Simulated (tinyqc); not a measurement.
Electron-beam lithography: double-Gaussian proximity function, edge placement and dose correction for parallel lines: one step, computed by the program tinyqc.

Lines are infinitely long. Absorbed energy is counted so that the middle of a very large area written at dose 1 receives 1; the resist develops where it exceeds 1/2.

Task: Interaction matrix. f(r) = [exp(-r^2/alpha^2)/alpha^2 + eta exp(-r^2/beta^2)/beta^2]/(pi (1 + eta)). A line from a to b at dose d gives E(x) = d [S(alpha) + eta S(beta)]/(1 + eta), S(s) = [erf((b - x)/s) - erf((a - x)/s)]/2. M_ij is the mean of E at the two edges of line i from line j at dose 1.

Inputs (values chosen for the exercise, of the order of those for 20 keV electrons in resist on silicon): forward range alpha = 0.0081 micrometre; backscatter range beta = 2.3 micrometre; backscatter ratio eta = 0.54.

Lines (micrometre):

| line | left edge | right edge | centre |
|---|---|---|---|
| 1 | 0.000 | 0.098 | 0.049 |
| 2 | 0.198 | 0.748 | 0.473 |
| 3 | 0.835 | 0.927 | 0.881 |
| 4 | 1.087 | 1.417 | 1.252 |

Give: M.

Result:

M:
```
        1       2       3       4
1  0.3331  0.0455  0.0069  0.0216
2  0.0080  0.3711  0.0076  0.0250
3  0.0074  0.0456  0.3326  0.0276
4  0.0064  0.0419  0.0077  0.3529
```
